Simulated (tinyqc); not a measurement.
Inside a calculation. Model: p-n diode with diffusion and depletion-layer recombination.

tinyqc, about 0.01 s, one thread, Intel Xeon 2.30GHz (shared host): `OMP_NUM_THREADS=1 python tinyqc.py 2260107 2260108 out.jsonl` Printed values are rounded.

Abrupt junction in the depletion approximation, low injection, full ionisation, neutral widths fixed, ohmic contact on the p side. Vj is the junction voltage; where a series resistance Rs is given, V = Vj + J Rs is the terminal voltage.

Parameters, values chosen for the exercise; band and dielectric values those of a made-up semiconductor:
```
symbol    value        unit                                               meaning
T           293           K                                           temperature
Eg        0.829          eV                                              band gap
eps_r      17.8                                             relative permittivity
Nc      2.36e17       cm^-3                conduction-band density of states at T
Nv      8.28e18       cm^-3                   valence-band density of states at T
Na       1.6e17       cm^-3                                      acceptor density
Nd         3e16       cm^-3                                         donor density
mun        4900  cm^2/(V s)                       electron mobility in the p side
mup         280  cm^2/(V s)                           hole mobility in the n side
tn         8e-9           s                                     electron lifetime
tp         4e-6           s                                         hole lifetime
wp         0.23          um                           neutral width of the p side
wn          7.4          um                           neutral width of the n side
Sp          1e7        cm/s               recombination velocity at the n contact
Rs       0.0085    ohm cm^2                                     series resistance
Et            0          eV                  trap level above the intrinsic level
Vj         0.29           V  junction voltage at which recombination is evaluated
V           0.6           V                                      terminal voltage
```

Constants: q = 1.602176634e-19 C, kB = 1.380649e-23 J/K, Vt = kB T/q, eps0 = 8.8541878128e-14 F/cm where lengths are in cm. Results are converted to the units shown.

## Diffusion lengths and saturation currents

ni = sqrt(Nc Nv) exp(-Eg/(2 Vt)), Eg in volts; D = mu Vt; Ln = sqrt(Dn tn), Lp = sqrt(Dp tp); J0n = q ni^2 Dn coth(wp/Ln)/(Ln Na); J0p = (q ni^2 Dp/(Lp Nd)) (s + tanh(wn/Lp))/(1 + s tanh(wn/Lp)), s = Sp Lp/Dp.

ni = 1.03710e11 cm^-3
Ln = 9.94863 um
Lp = 53.1777 um
J0n = 5.79448e-8 A/cm^2
J0p = 5.51792e-10 A/cm^2

wp/Ln = 0.023 and wn/Lp = 0.14; electrons carry 99.1 % of the diffusion current.

## Recombination in the depleted layer

ni = sqrt(Nc Nv) exp(-Eg/(2 Vt)), Eg in volts. Vbi = Vt ln(Na Nd/ni^2), W = sqrt(2 eps0 eps_r (Vbi - Vj)(1/Na + 1/Nd)/q), xp = W Nd/(Na + Nd), xn = W Na/(Na + Nd); u(x) = q Na (x + xp)^2/(2 eps0 eps_r) for x < 0 and Vbi - Vj - q Nd (xn - x)^2/(2 eps0 eps_r) for x > 0; p = Na exp(-u/Vt), n = Nd exp((u - Vbi + Vj)/Vt); U = ni^2 (exp(Vj/Vt) - 1)/(tp (n + ni exp(Et/Vt)) + tn (p + ni exp(-Et/Vt))); J_scr = q times the integral of U from -xp to xn. Trapezoid rule on 12 equal steps.

W = 173.665 nm

| point | x (nm) | u (V) | n (cm^-3) | p (cm^-3) | U (cm^-3 s^-1) |
|---|---|---|---|---|---|
| 0 | -27.421 | 0.000000 | 6.54176e9 | 1.6e17 | 8.17429e17 |
| 1 | -12.949 | 0.017033 | 1.28432e10 | 8.14968e16 | 1.60424e18 |
| 2 | 1.523 | 0.067908 | 9.63290e10 | 1.08657e16 | 1.19311e19 |
| 3 | 15.995 | 0.128589 | 1.06536e12 | 9.82467e14 | 8.34876e19 |
| 4 | 30.468 | 0.182882 | 9.14889e12 | 1.14405e14 | 2.75974e19 |
| 5 | 44.940 | 0.230787 | 6.10060e13 | 1.71570e13 | 4.27951e18 |
| 6 | 59.412 | 0.272305 | 3.15871e14 | 3.31363e12 | 8.28110e17 |
| 7 | 73.884 | 0.307436 | 1.26993e15 | 8.24203e11 | 2.06032e17 |
| 8 | 88.356 | 0.336179 | 3.96445e15 | 2.64017e11 | 6.60018e16 |
| 9 | 102.828 | 0.358535 | 9.60989e15 | 1.08917e11 | 2.72287e16 |
| 10 | 117.300 | 0.374504 | 1.80878e16 | 5.78666e10 | 1.44664e16 |
| 11 | 131.772 | 0.384085 | 2.64355e16 | 3.95938e10 | 9.89830e15 |
| 12 | 146.244 | 0.387279 | 3e16 | 3.48894e10 | 8.72223e15 |

J_scr = 3.02506e-5 A/cm^2

With 2000 steps J_scr = 2.929e-5 A/cm^2; the coarse value is 3.3 % above it. U is largest at x = 16.0 nm among these points; the peak lies where tp n = tn p. On the fine grid U peaks at 8.729e19 cm^-3 s^-1, and J_scr/(q U_max) is 12.1 % of W, the effective width of the recombining zone.

## Starting value

Vj = V.

Vj at the start = 0.6 V

## Iteration 1: new Vj

J0 = J0n + J0p = 5.84966e-8 A/cm^2

Diffusion current alone: J = J0 (exp(Vj/Vt) - 1), g = Vj + J Rs - V, g' = 1 + Rs J0 exp(Vj/Vt)/Vt, Vj(new) = Vj - g/g'.

J = 1223.20 A/cm^2
g = 10.3972 V
g' = 412.788
Vj after iteration 1 = 0.574812 V

## Iteration 2: new Vj

As before.

J = 451.080 A/cm^2
g = 3.80899 V
g' = 152.856
Vj after iteration 2 = 0.549894 V

## Course of the iteration

Stop when the step is below 1e-10 V, or after 80 iterations.

Course of the iteration:

| iteration | Vj before the step (V) | step (V) |
|---|---|---|
| 1 | 0.6 | -0.0252 |
| 2 | 0.574812 | -0.0249 |
| 3 | 0.549894 | -0.0239 |
| 4 | 0.525953 | -0.0209 |
| 5 | 0.505035 | -0.0139 |
| 6 | 0.491152 | -4.70e-3 |
| 7 | 0.486451 | -4.07e-4 |
| 8 | 0.486044 | -2.72e-6 |
| 9 | 0.486041 | -1.20e-10 |
| 10 | 0.486041 | 0 |

Converged in 10 iterations.
